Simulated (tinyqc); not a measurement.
# Barrier and mass from two Fowler-Nordheim currents

Problem. Fowler-Nordheim tunnelling through a dielectric follows J = A F^2 exp(-B/F), A = q^2 me/(16 pi^2 hbar m1 phi1) (A/V^2 with phi1 in volts), B = (4/3) sqrt(m1/C) phi1^1.5 (V/nm), C = hbar^2/(2 m0). Find B, A, phi1 and m1.

Inputs (values chosen for the exercise): emitter mass in the supply function me = 0.64 m0.

Constants: q = 1.602176634e-19 C, hbar = 1.054571817e-34 J s, m0 = 9.1093837015e-31 kg, hbar^2/(2 m0) = 0.0380998212 eV nm^2. Results are converted to the units shown.

J at F = 0.89 and 1.29 V/nm (A/cm^2): 1.7095979e-6  0.053886612

Solution. The slope of ln(J/F^2) against 1/F is -B and the intercept gives A. A fixes the product m1 phi1, and B = (4/3) phi1 sqrt(m1 phi1/C) then gives phi1.

B = 27.60 V/nm
A = 6.343e-7 A/V^2
phi1 = 3.240 eV
m1 = 0.4800 m0

Computed by the program tinyqc: `OMP_NUM_THREADS=1 python tinyqc.py 2540019 2540020 out.jsonl`, one thread of a shared Intel Xeon 2.30GHz, about 0.03 s for the whole run.
